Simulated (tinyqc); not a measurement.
# AlGaN/GaN HEMT with access regions, lumped model, step by step

tinyqc, about 0.02 s, one thread, Intel Xeon 2.30GHz (shared host): `OMP_NUM_THREADS=1 python tinyqc.py 2570002 2570003 out.jsonl` Printed values are rounded.

A polarisation-induced electron sheet under a Schottky gate, in series with two ungated access regions and contacts. Drift law v = mu E/(1 + mu E/vs) under the gate. Currents in mA/mm, resistances in ohm mm. No self-heating, no channel-length modulation; fits for polarisation, barrier and offset are chosen for the exercise.

Values chosen for this exercise; values close to those of AlGaN/GaN structures:

| symbol | value | unit | meaning |
|---|---|---|---|
| x | 0.27 |  | aluminium share of the barrier |
| d | 20 | nm | barrier thickness |
| eps_r | 9.3 |  | relative permittivity of barrier and channel |
| mu | 1800 | cm^2/(V s) | channel mobility |
| vs | 1e7 | cm/s | saturation velocity |
| Lg | 1 | um | gate length |
| Ls | 1.5 | um | source access length |
| Ld | 12 | um | drain access length |
| Rc | 0.35 | ohm mm | resistance of each contact |
| ft | 0.48 |  | share of the drain-access electrons removed by traps |
| Vg | -1 | V | gate voltage |
| Ec | 2.9 | MV/cm | critical field |
| te | 0.15 | um | depth over which the depleted charge spreads |
| tf | 500 | nm | insulator under the field plate |
| ei | 3.9 |  | relative permittivity of that insulator |

Constants: q = 1.602176634e-19 C, eps0 = 8.8541878128e-14 F/cm where lengths are in cm. Results are converted to the units shown.

## Polarisation charge, threshold and sheet resistance

sigma = (5e13 x + 1.6e13 x^2) cm^-2, phiB = 0.84 + 1.3 x, dEc = 0.7 (1.71 x + x^2) in volts, Cb = eps0 eps_r/d, VT = phiB - dEc - q sigma/Cb, access density n0 = -Cb VT/q. Rsh = 1/(q mu n0); largest access current q n0 vs.

sigma = 1.466640e13 cm^-2
Cb = 0.4117197 uF/cm^2
VT = -4.890540 V
n0 = 1.256748e13 cm^-2
Rsh = 275.9110 ohm
q n0 vs = 2013.532 mA/mm

## On-resistance and breakdown

sigma = (5e13 x + 1.6e13 x^2) cm^-2, phiB = 0.84 + 1.3 x, dEc = 0.7 (1.71 x + x^2) in volts, Cb = eps0 eps_r/d, VT = phiB - dEc - q sigma/Cb, access density n0 = -Cb VT/q. Ron = 2 Rc + Ls/(q mu n0) + Ld/(q mu (1 - ft) n0) + Lg/(mu Cb (Vg - VT)). Off state: a depleted stretch that holds the voltage V has the peak field sqrt(k V), k = 2 q n0/(eps0 eps_r te), so one edge holds V1 = Ec^2/k. The sheet under the plate pinches off at Vf = q n0 (1/Cb + tf/(eps0 ei)); beyond it the gate edge is screened. BV = V1 if Vf >= V1, else Vf + V1, and at most Ec Ld. Specific resistance Ron (Ls + Lg + Ld); figure of merit BV^2 over it.

Ron = 7.827872 ohm mm
Vf = 296.4420 V
V1 = 25.79470 V
BV = 25.79470 V
specific resistance = 1.135041 mohm cm^2
figure of merit = 0.5862045 MW/cm^2

The plate pinches off too late to screen the gate edge, so it adds nothing.
